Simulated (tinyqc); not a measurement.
Coverage along the feature as the dose grows: atomic layer deposition: Langmuir saturation, growth per cycle and coating of deep features. Computed by tinyqc, a small Python program. Command: `OMP_NUM_THREADS=1 python tinyqc.py 3006969 3006970 out.jsonl ald walk`. One thread of a shared host (Intel(R) Xeon(R) Processor @ 2.30GHz), about 0.01 s of CPU time with the checks.

Precursor A sticks only on free sites, so a long enough pulse saturates; co-reactant B then frees the sites again.

Inputs (values chosen for the exercise, modelled on silicon dioxide from an aminosilane and ozone):
```
quantity                                  value    unit
precursor mass M                            174       u
site density q                              2.7  1/nm^2
sticking probability beta on free sites  0.0016       -
precursor pressure p                        4.7      Pa
temperature T                               350       C
pulse time t                              0.021       s
desorption energy E_d                      1.78      eV
aspect ratio a                              110       -
```

Feature: round hole.

Constants: u = 1.6605390666e-27 kg; k_B = 1.380649e-23 J/K; k_B = 8.617333262e-05 eV/K.

Method:
- Wall flux F = p/sqrt(2 pi M k_B T); rate of filling k_a = beta F/q; desorption k_d = 1e13 exp(-E_d/(k_B T)) per second. 1/m^2 = 1e-18/nm^2.
- Temperatures in kelvin are T(C) + 273.15.
- Diffusion-limited filling (Gordon) of a round hole of diameter w: a saturation front at depth z needs dz/dt = D_K n/(z (4q/w)), with Knudsen D_K = w c/3 and F = n c/4; including the entrance and floor terms, t = (q/F)(1 + 19a/4 + 3a^2/2). Reaction-limited filling needs ln(100)/k_a at any depth, k_a = beta F/q. Flow is molecular. The front picture holds when the modulus a sqrt(beta) is well above 1.
- Depth reached by the given pulse: solve the same formula for a. Exposure = p x diffusion-limited time; 1 langmuir = 1.33322e-4 Pa s.
- Continuum model with steady gas transport: d2n/dz2 = 3 beta (1 - th) n/d_h^2 (d_h the hydraulic diameter, n = 1 at the mouth, no flux at the floor, 60 cells), d th/dt = beta F n (1 - th)/q; no desorption. Times are multiples of the larger of the Gordon time and ln(100)/k_a.

diffusion-limited time = 1.34066 s

time to 99 % without desorption, ln(100)/k_a = 0.206642 s

flux F = 37607.2 1/(nm^2 s)

modulus = 4.4

Coverage:
```
multiple   t (s)  top cell  quarter depth  half depth  three quarters  floor cell
0.05      0.0670     0.758          0.238       0.041           0.006       0.002
0.10      0.1341     0.943          0.479       0.101           0.016       0.005
0.20      0.2681     0.997          0.823       0.278           0.051       0.015
0.40      0.5363     1.000          0.992       0.722           0.208       0.069
0.60      0.8044     1.000          1.000       0.951           0.498       0.204
0.80      1.0725     1.000          1.000       0.996           0.805       0.478
1.00      1.3407     1.000          1.000       1.000           0.974       0.868
1.30      1.7429     1.000          1.000       1.000           1.000       1.000
```

What does the comparison show, and why?

At a multiple of 0.2 the coverage is 1.00 at the top and 0.01 at the floor. The coverage falls gradually with depth, without a sharp front. In the last row the floor reaches 1.000.
